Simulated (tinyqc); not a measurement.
Inside a calculation. Model: stress in a transistor channel from embedded alloy regions, liners and fins, by half-space elasticity. Computed by tinyqc, a small Python program that keeps every step. Command: `OMP_NUM_THREADS=1 python tinyqc.py 3028862 3028863 out.jsonl stressor walk`. One thread of a shared host (Intel(R) Xeon(R) Processor @ 2.30GHz), about 0.01 s of CPU time with the checks. Intermediate numbers are printed to about 7 digits and carried at full precision; extremes and crossings named in words are read from the listed rows.

Plane strain in an isotropic half-space, the same constants everywhere; x along the channel from its centre, y downwards from the free surface; stress is positive in tension.

Inputs (values chosen for the exercise, modelled on silicon):

| quantity | value | unit |
|---|---|---|
| alloy fraction x | 0.0076 | - |
| lattice change per unit x, beta | -0.455 | - |
| Young's modulus E | 160 | GPa |
| Poisson ratio nu | 0.27 | - |
| channel length L | 56 | nm |
| length of each stressor S | 70 | nm |
| recess depth d | 85 | nm |
| depth of the field point y | 2.1 | nm |
| liner stress | 1.3 | GPa |
| liner thickness t | 75 | nm |
| length of a cut fin or stripe | 720 | nm |
| height of the strained layer h | 50 | nm |
| longitudinal piezoresistance coefficient | -32.9 | 1e-11/Pa |
| vertical piezoresistance coefficient | 51.3 | 1e-11/Pa |

Stressor: Si(1-x)C(x) source and drain.

## Misfit and the pressure on the side walls

Misfit e = beta x. A fully constrained inclusion holds the stress -p with p = E e/(1 - 2 nu); a blanket film would hold -E e/(1 - nu) in the plane.

misfit e = -0.003458

p = -1.202783 GPa

stress of a blanket film = 0.7579178 GPa

## Stress at the centre of the channel

A line element dA of misfit at (a, c) in the half-space gives, with C = E e/(2 pi (1 - nu)), X = x - a, r1^2 = X^2 + (y - c)^2, r2^2 = X^2 + Y^2, Y = y + c: s_xx = -C dA {[X^2 - (y - c)^2]/r1^4 + 3 [X^2 - Y^2]/r2^4 + 4 y Y (Y^2 - 3 X^2)/r2^6}, s_yy = C dA {[X^2 - (y - c)^2]/r1^4 - [X^2 - Y^2]/r2^4 + 4 y Y (Y^2 - 3 X^2)/r2^6}. These are integrated over two rectangles, L/2 < |a| < L/2 + S, 0 < c < d (closed form in a, 200 Gauss-Legendre points in c).

s_xx = 463.0628 MPa

s_yy = -0.1014037 MPa

s_xx over the blanket-film stress = 0.6109671

The channel is stretched along its length; s_yy is 2.2e-4 of s_xx in size and vanishes at the surface.

## Closed form at the surface

At x = y = 0 the integral is s_xx = -(4/pi) [E e/(1 - nu)] [arctan(2 d/L) - arctan(d/(L/2 + S))].

s_xx at the surface = 519.2726 MPa

For fixed L and S it is largest at d = sqrt((L/2)(L/2 + S)) = 52.4 nm; d is beyond that.

## A stressed liner, as two edge forces

The liner over source and drain ends at the gate, x = -/+ L/2, and pulls there with the force per width F = (liner stress) t along the surface. A tangential line force gives s_xx = (2 F/pi) X^3/(X^2 + y^2)^2 at the distance X; two of them add at the centre, X = L/2. For L > 3.5 y the concentrated force is an upper bound.

edge force F = 97.5 N/m

s_xx from the liner = 4384.142 MPa

Caution: the real force is spread over several liner thicknesses, so for a channel this short the concentrated force clearly overstates the stress.

## Mobility change, linear estimate

d mu/mu = -(pi_L s_xx + pi_z s_yy) for the embedded regions alone; the stress across the width is left out.

mobility change = 15.23997 %

The vertical stress supplies 0.0052 of these points.

## Relaxation at the ends of a cut stripe

Shear-lag estimate for a stripe of length l and height h on a like substrate: the stress along it is s(x)/s_film = 1 - cosh(x/lam)/cosh(l/(2 lam)), lam = (pi/2) g h with g = 1.258; mean = 1 - (2 lam/l) tanh(l/(2 lam)).

transfer length lam = 98.80309 nm

share kept at the centre = 0.9477203

share kept on average = 0.7259223

The stripe is long enough to keep its strain at the centre.

## Along the channel and with depth

The formulas are those given above.

Stress (MPa):

| 2x/L | s_xx at y | s_yy at y | s_xx at d/2 | s_xx at 1.5 d |
|---|---|---|---|---|
| 0.0 | 463.0628 | -0.101404 | 88.5736 | -74.21544 |
| 0.2 | 460.3649 | -0.139825 | 92.2688 | -75.14100 |
| 0.4 | 450.6242 | -0.311313 | 103.2386 | -77.84857 |
| 0.6 | 426.1657 | -1.025686 | 120.9700 | -82.12380 |
| 0.8 | 352.4340 | -7.259729 | 144.1919 | -87.59707 |

Near the surface s_xx changes by -24 % from the centre to 2x/L = 0.8. At the centre, s_xx at half the recess depth is 0.19 of its value at y, and below the recess -0.16. An element acts with the sign of X^2 - (y - c)^2, so its direct term reverses where the offset in depth exceeds the lateral distance, and the image terms that amplify the stress near the surface fade with depth.

## Shrinking the pitch

L and S are scaled together at fixed d, then S alone, then L alone.

S_xx at the centre (MPa):

| scale | L and S scaled | S alone | L alone |
|---|---|---|---|
| 0.35 | 112.2358 | 189.7975 | 432.3785 |
| 0.50 | 239.5007 | 264.1970 | 468.1899 |
| 0.70 | 357.1592 | 352.6501 | 477.9898 |
| 1.00 | 463.0628 | 463.0628 | 463.0628 |
| 1.40 | 524.9401 | 575.9085 | 424.8820 |
| 2.00 | 534.9201 | 693.9674 | 360.5786 |
| 3.00 | 480.0988 | 813.4059 | 267.6334 |

Halving S alone keeps 0.57 of the stress, halving L alone gives 1.01, and halving both 0.52: a shorter channel brings the walls closer, a shorter stressor brings its far wall, which pulls the other way, closer too. Neighbouring devices are left out.

Checks made by the program: surface stress against its closed form; zero normal stress at the surface (relative difference below 1e-10).
